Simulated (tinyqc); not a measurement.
Junction field-effect transistor with two gates, gradual channel with velocity saturation: two steps of the calculation.

A uniformly doped n-type channel, depleted from both sides by p+ gates; at channel potential V the depleted share of a is u = sqrt((Vbi - Vg + V)/Vp), s at the source. Electrons drift with v = mu E/(1 + mu E/vsat). Abrupt depletion edge, no series resistance, source at 0.

Inputs (values chosen for the exercise):
- Vg = -0.8 V (gate voltage)
- Vd = 0.73 V (drain voltage)

Problem 1. Current below saturation. u = sqrt((Vbi - Vg + Vd)/Vp). I = (G0 Vp/3) F/(1 + Z (u^2 - s^2)), F = 3 (u^2 - s^2) - 2 (u^3 - s^3), with u at V = Vd; Z = 0 gives constant mobility, for which u stops at 1.

Vbi = 1.5082612 V
Vp = 3.6769866 V
G0 = 71.088577 mS
Z = 1.9387747
s = 0.79231240

Give: u; F; I for Z = 0; I.

Solution 1.

u = 0.9090
F = 0.08815
I for Z = 0 = 7.681 mA
I = 5.546 mA

The falling mobility lowers the current by 27.8 %.

Problem 2. The saturation point by Newton steps. a is the channel (half-)thickness, Vp its pinch-off voltage and Z = mu Vp/(vsat L); an iterate with u > 1 is an overshoot, not a physical state. f = (1 - u)(1 + Z (u^2 - s^2)) - Z F/3, F = 3 (u^2 - s^2) - 2 (u^3 - s^3); f' = -(1 + Z (u^2 - s^2)); u(new) = u - f/f'.

u at the start = 0.9
Z = 1.9387747
s = 0.79231240

Find: f; f'; u after iteration 1.

Solution 2.

f = 0.08138
f' = -1.353
u after iteration 1 = 0.9601

tinyqc, about 0.06 s, one thread, Intel Xeon 2.30GHz (shared host): `OMP_NUM_THREADS=1 python tinyqc.py 2500066 2500067 out.jsonl`
